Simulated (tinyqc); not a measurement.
CCSD on RHF in the 3-21g basis, for H2, spin multiplicity 1, step by step. One step of it, computed by the program tinyqc.

Problem. Iteration 8 (converged): orbitals. Diagonalise F' = X^T F X, C = X C', fill 1 alpha and 1 beta electrons from the bottom; D = 2 C_occ C_occ^T. Each column has its largest component positive (the first on a tie).

converged F (hartree), lower triangle:
```
           1H 1s      1H 2s      2H 1s      2H 2s
1H 1s   0.213764
1H 2s  -0.422526  -0.317572
2H 1s  -0.401437  -0.414571   0.213764
2H 2s  -0.414571  -0.377433  -0.422526  -0.317572
```

X, lower triangle:
```
           1H 1s      1H 2s      2H 1s     2H 2s
1H 1s   1.239308
1H 2s  -0.482635   1.617754
2H 1s  -0.023468   0.027442   1.239308
2H 2s   0.027442  -0.633620  -0.482635  1.617754
```

Give: F' = X^T F X; orbital energies; coefficients C; D after iteration 8.

Solution.

F' = X^T F X (hartree), lower triangle:
```
         1        2        3       4
1   0.7560
2  -0.6248   0.2599
3  -0.2508  -0.1351   0.7560
4  -0.1351  -0.2219  -0.6248  0.2599
```

orbital energies (hartree): MO1 -0.5234, MO2 0.1887, MO3 1.0665, MO4 1.2999

coefficients C:
```
          MO1      MO2      MO3      MO4
1H 1s  0.2520   0.1491   0.8827  -0.9514
1H 2s  0.3684   1.1808  -0.6724   1.1271
2H 1s  0.2520  -0.1491   0.8827   0.9514
2H 2s  0.3684  -1.1808  -0.6724  -1.1271
```

D after iteration 8, lower triangle:
```
        1H 1s   1H 2s   2H 1s   2H 2s
1H 1s  0.1270
1H 2s  0.1857  0.2715
2H 1s  0.1270  0.1857  0.1270
2H 2s  0.1857  0.2715  0.1857  0.2715
```
